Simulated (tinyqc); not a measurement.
Frequency dispersion of an accumulation capacitance by border traps, distributed model: one step of the calculation.

Traps spread evenly through the insulator exchange electrons with the semiconductor by tunnelling, with tau(x) = t0 exp(2 ka x) at depth x from the interface. The admittance per area Y seen at depth x obeys dY/dx = -Y^2/(i w eps0 eox) + q Nb ln(1 + i w tau)/tau, with Y(0) = i w Cs and w = 2 pi f; the gate sees Y(tox) = G + i w C. Working variable y = Y/(i w), in uF/cm^2. Cox = eps0 eox/tox.

Problem. Capacitance and conductance at the gate. Beyond xe the traps are ignored, so 1/y(tox) = 1/y(xe) + (tox - xe)/(eps0 eox); C = Re y, G/w = -Im y, loss tangent G/(w C).

Values chosen for this exercise; permittivity close to that of silicon dioxide:
```
symbol,value,unit,meaning
eox,3.9,,relative permittivity of the insulator
tox,3.8,nm,insulator thickness
xe,2.2,nm,depth down to which the steps are taken
```

Constants: eps0 = 8.8541878128e-14 F/cm where lengths are in cm. Results are converted to the units shown.

y at xe = 0.50566038-0.01512064i uF/cm^2

Give: y at the gate; C; G/w; loss tangent.

Solution.

y at the gate = 0.40973-0.00992i uF/cm^2
C = 0.40973 uF/cm^2
G/w = 0.0099247 uF/cm^2
loss tangent = 0.024222

tinyqc, about 0.3 s, one thread, Intel Xeon 2.30GHz (shared host): `OMP_NUM_THREADS=1 python tinyqc.py 2202072 2202073 out.jsonl`
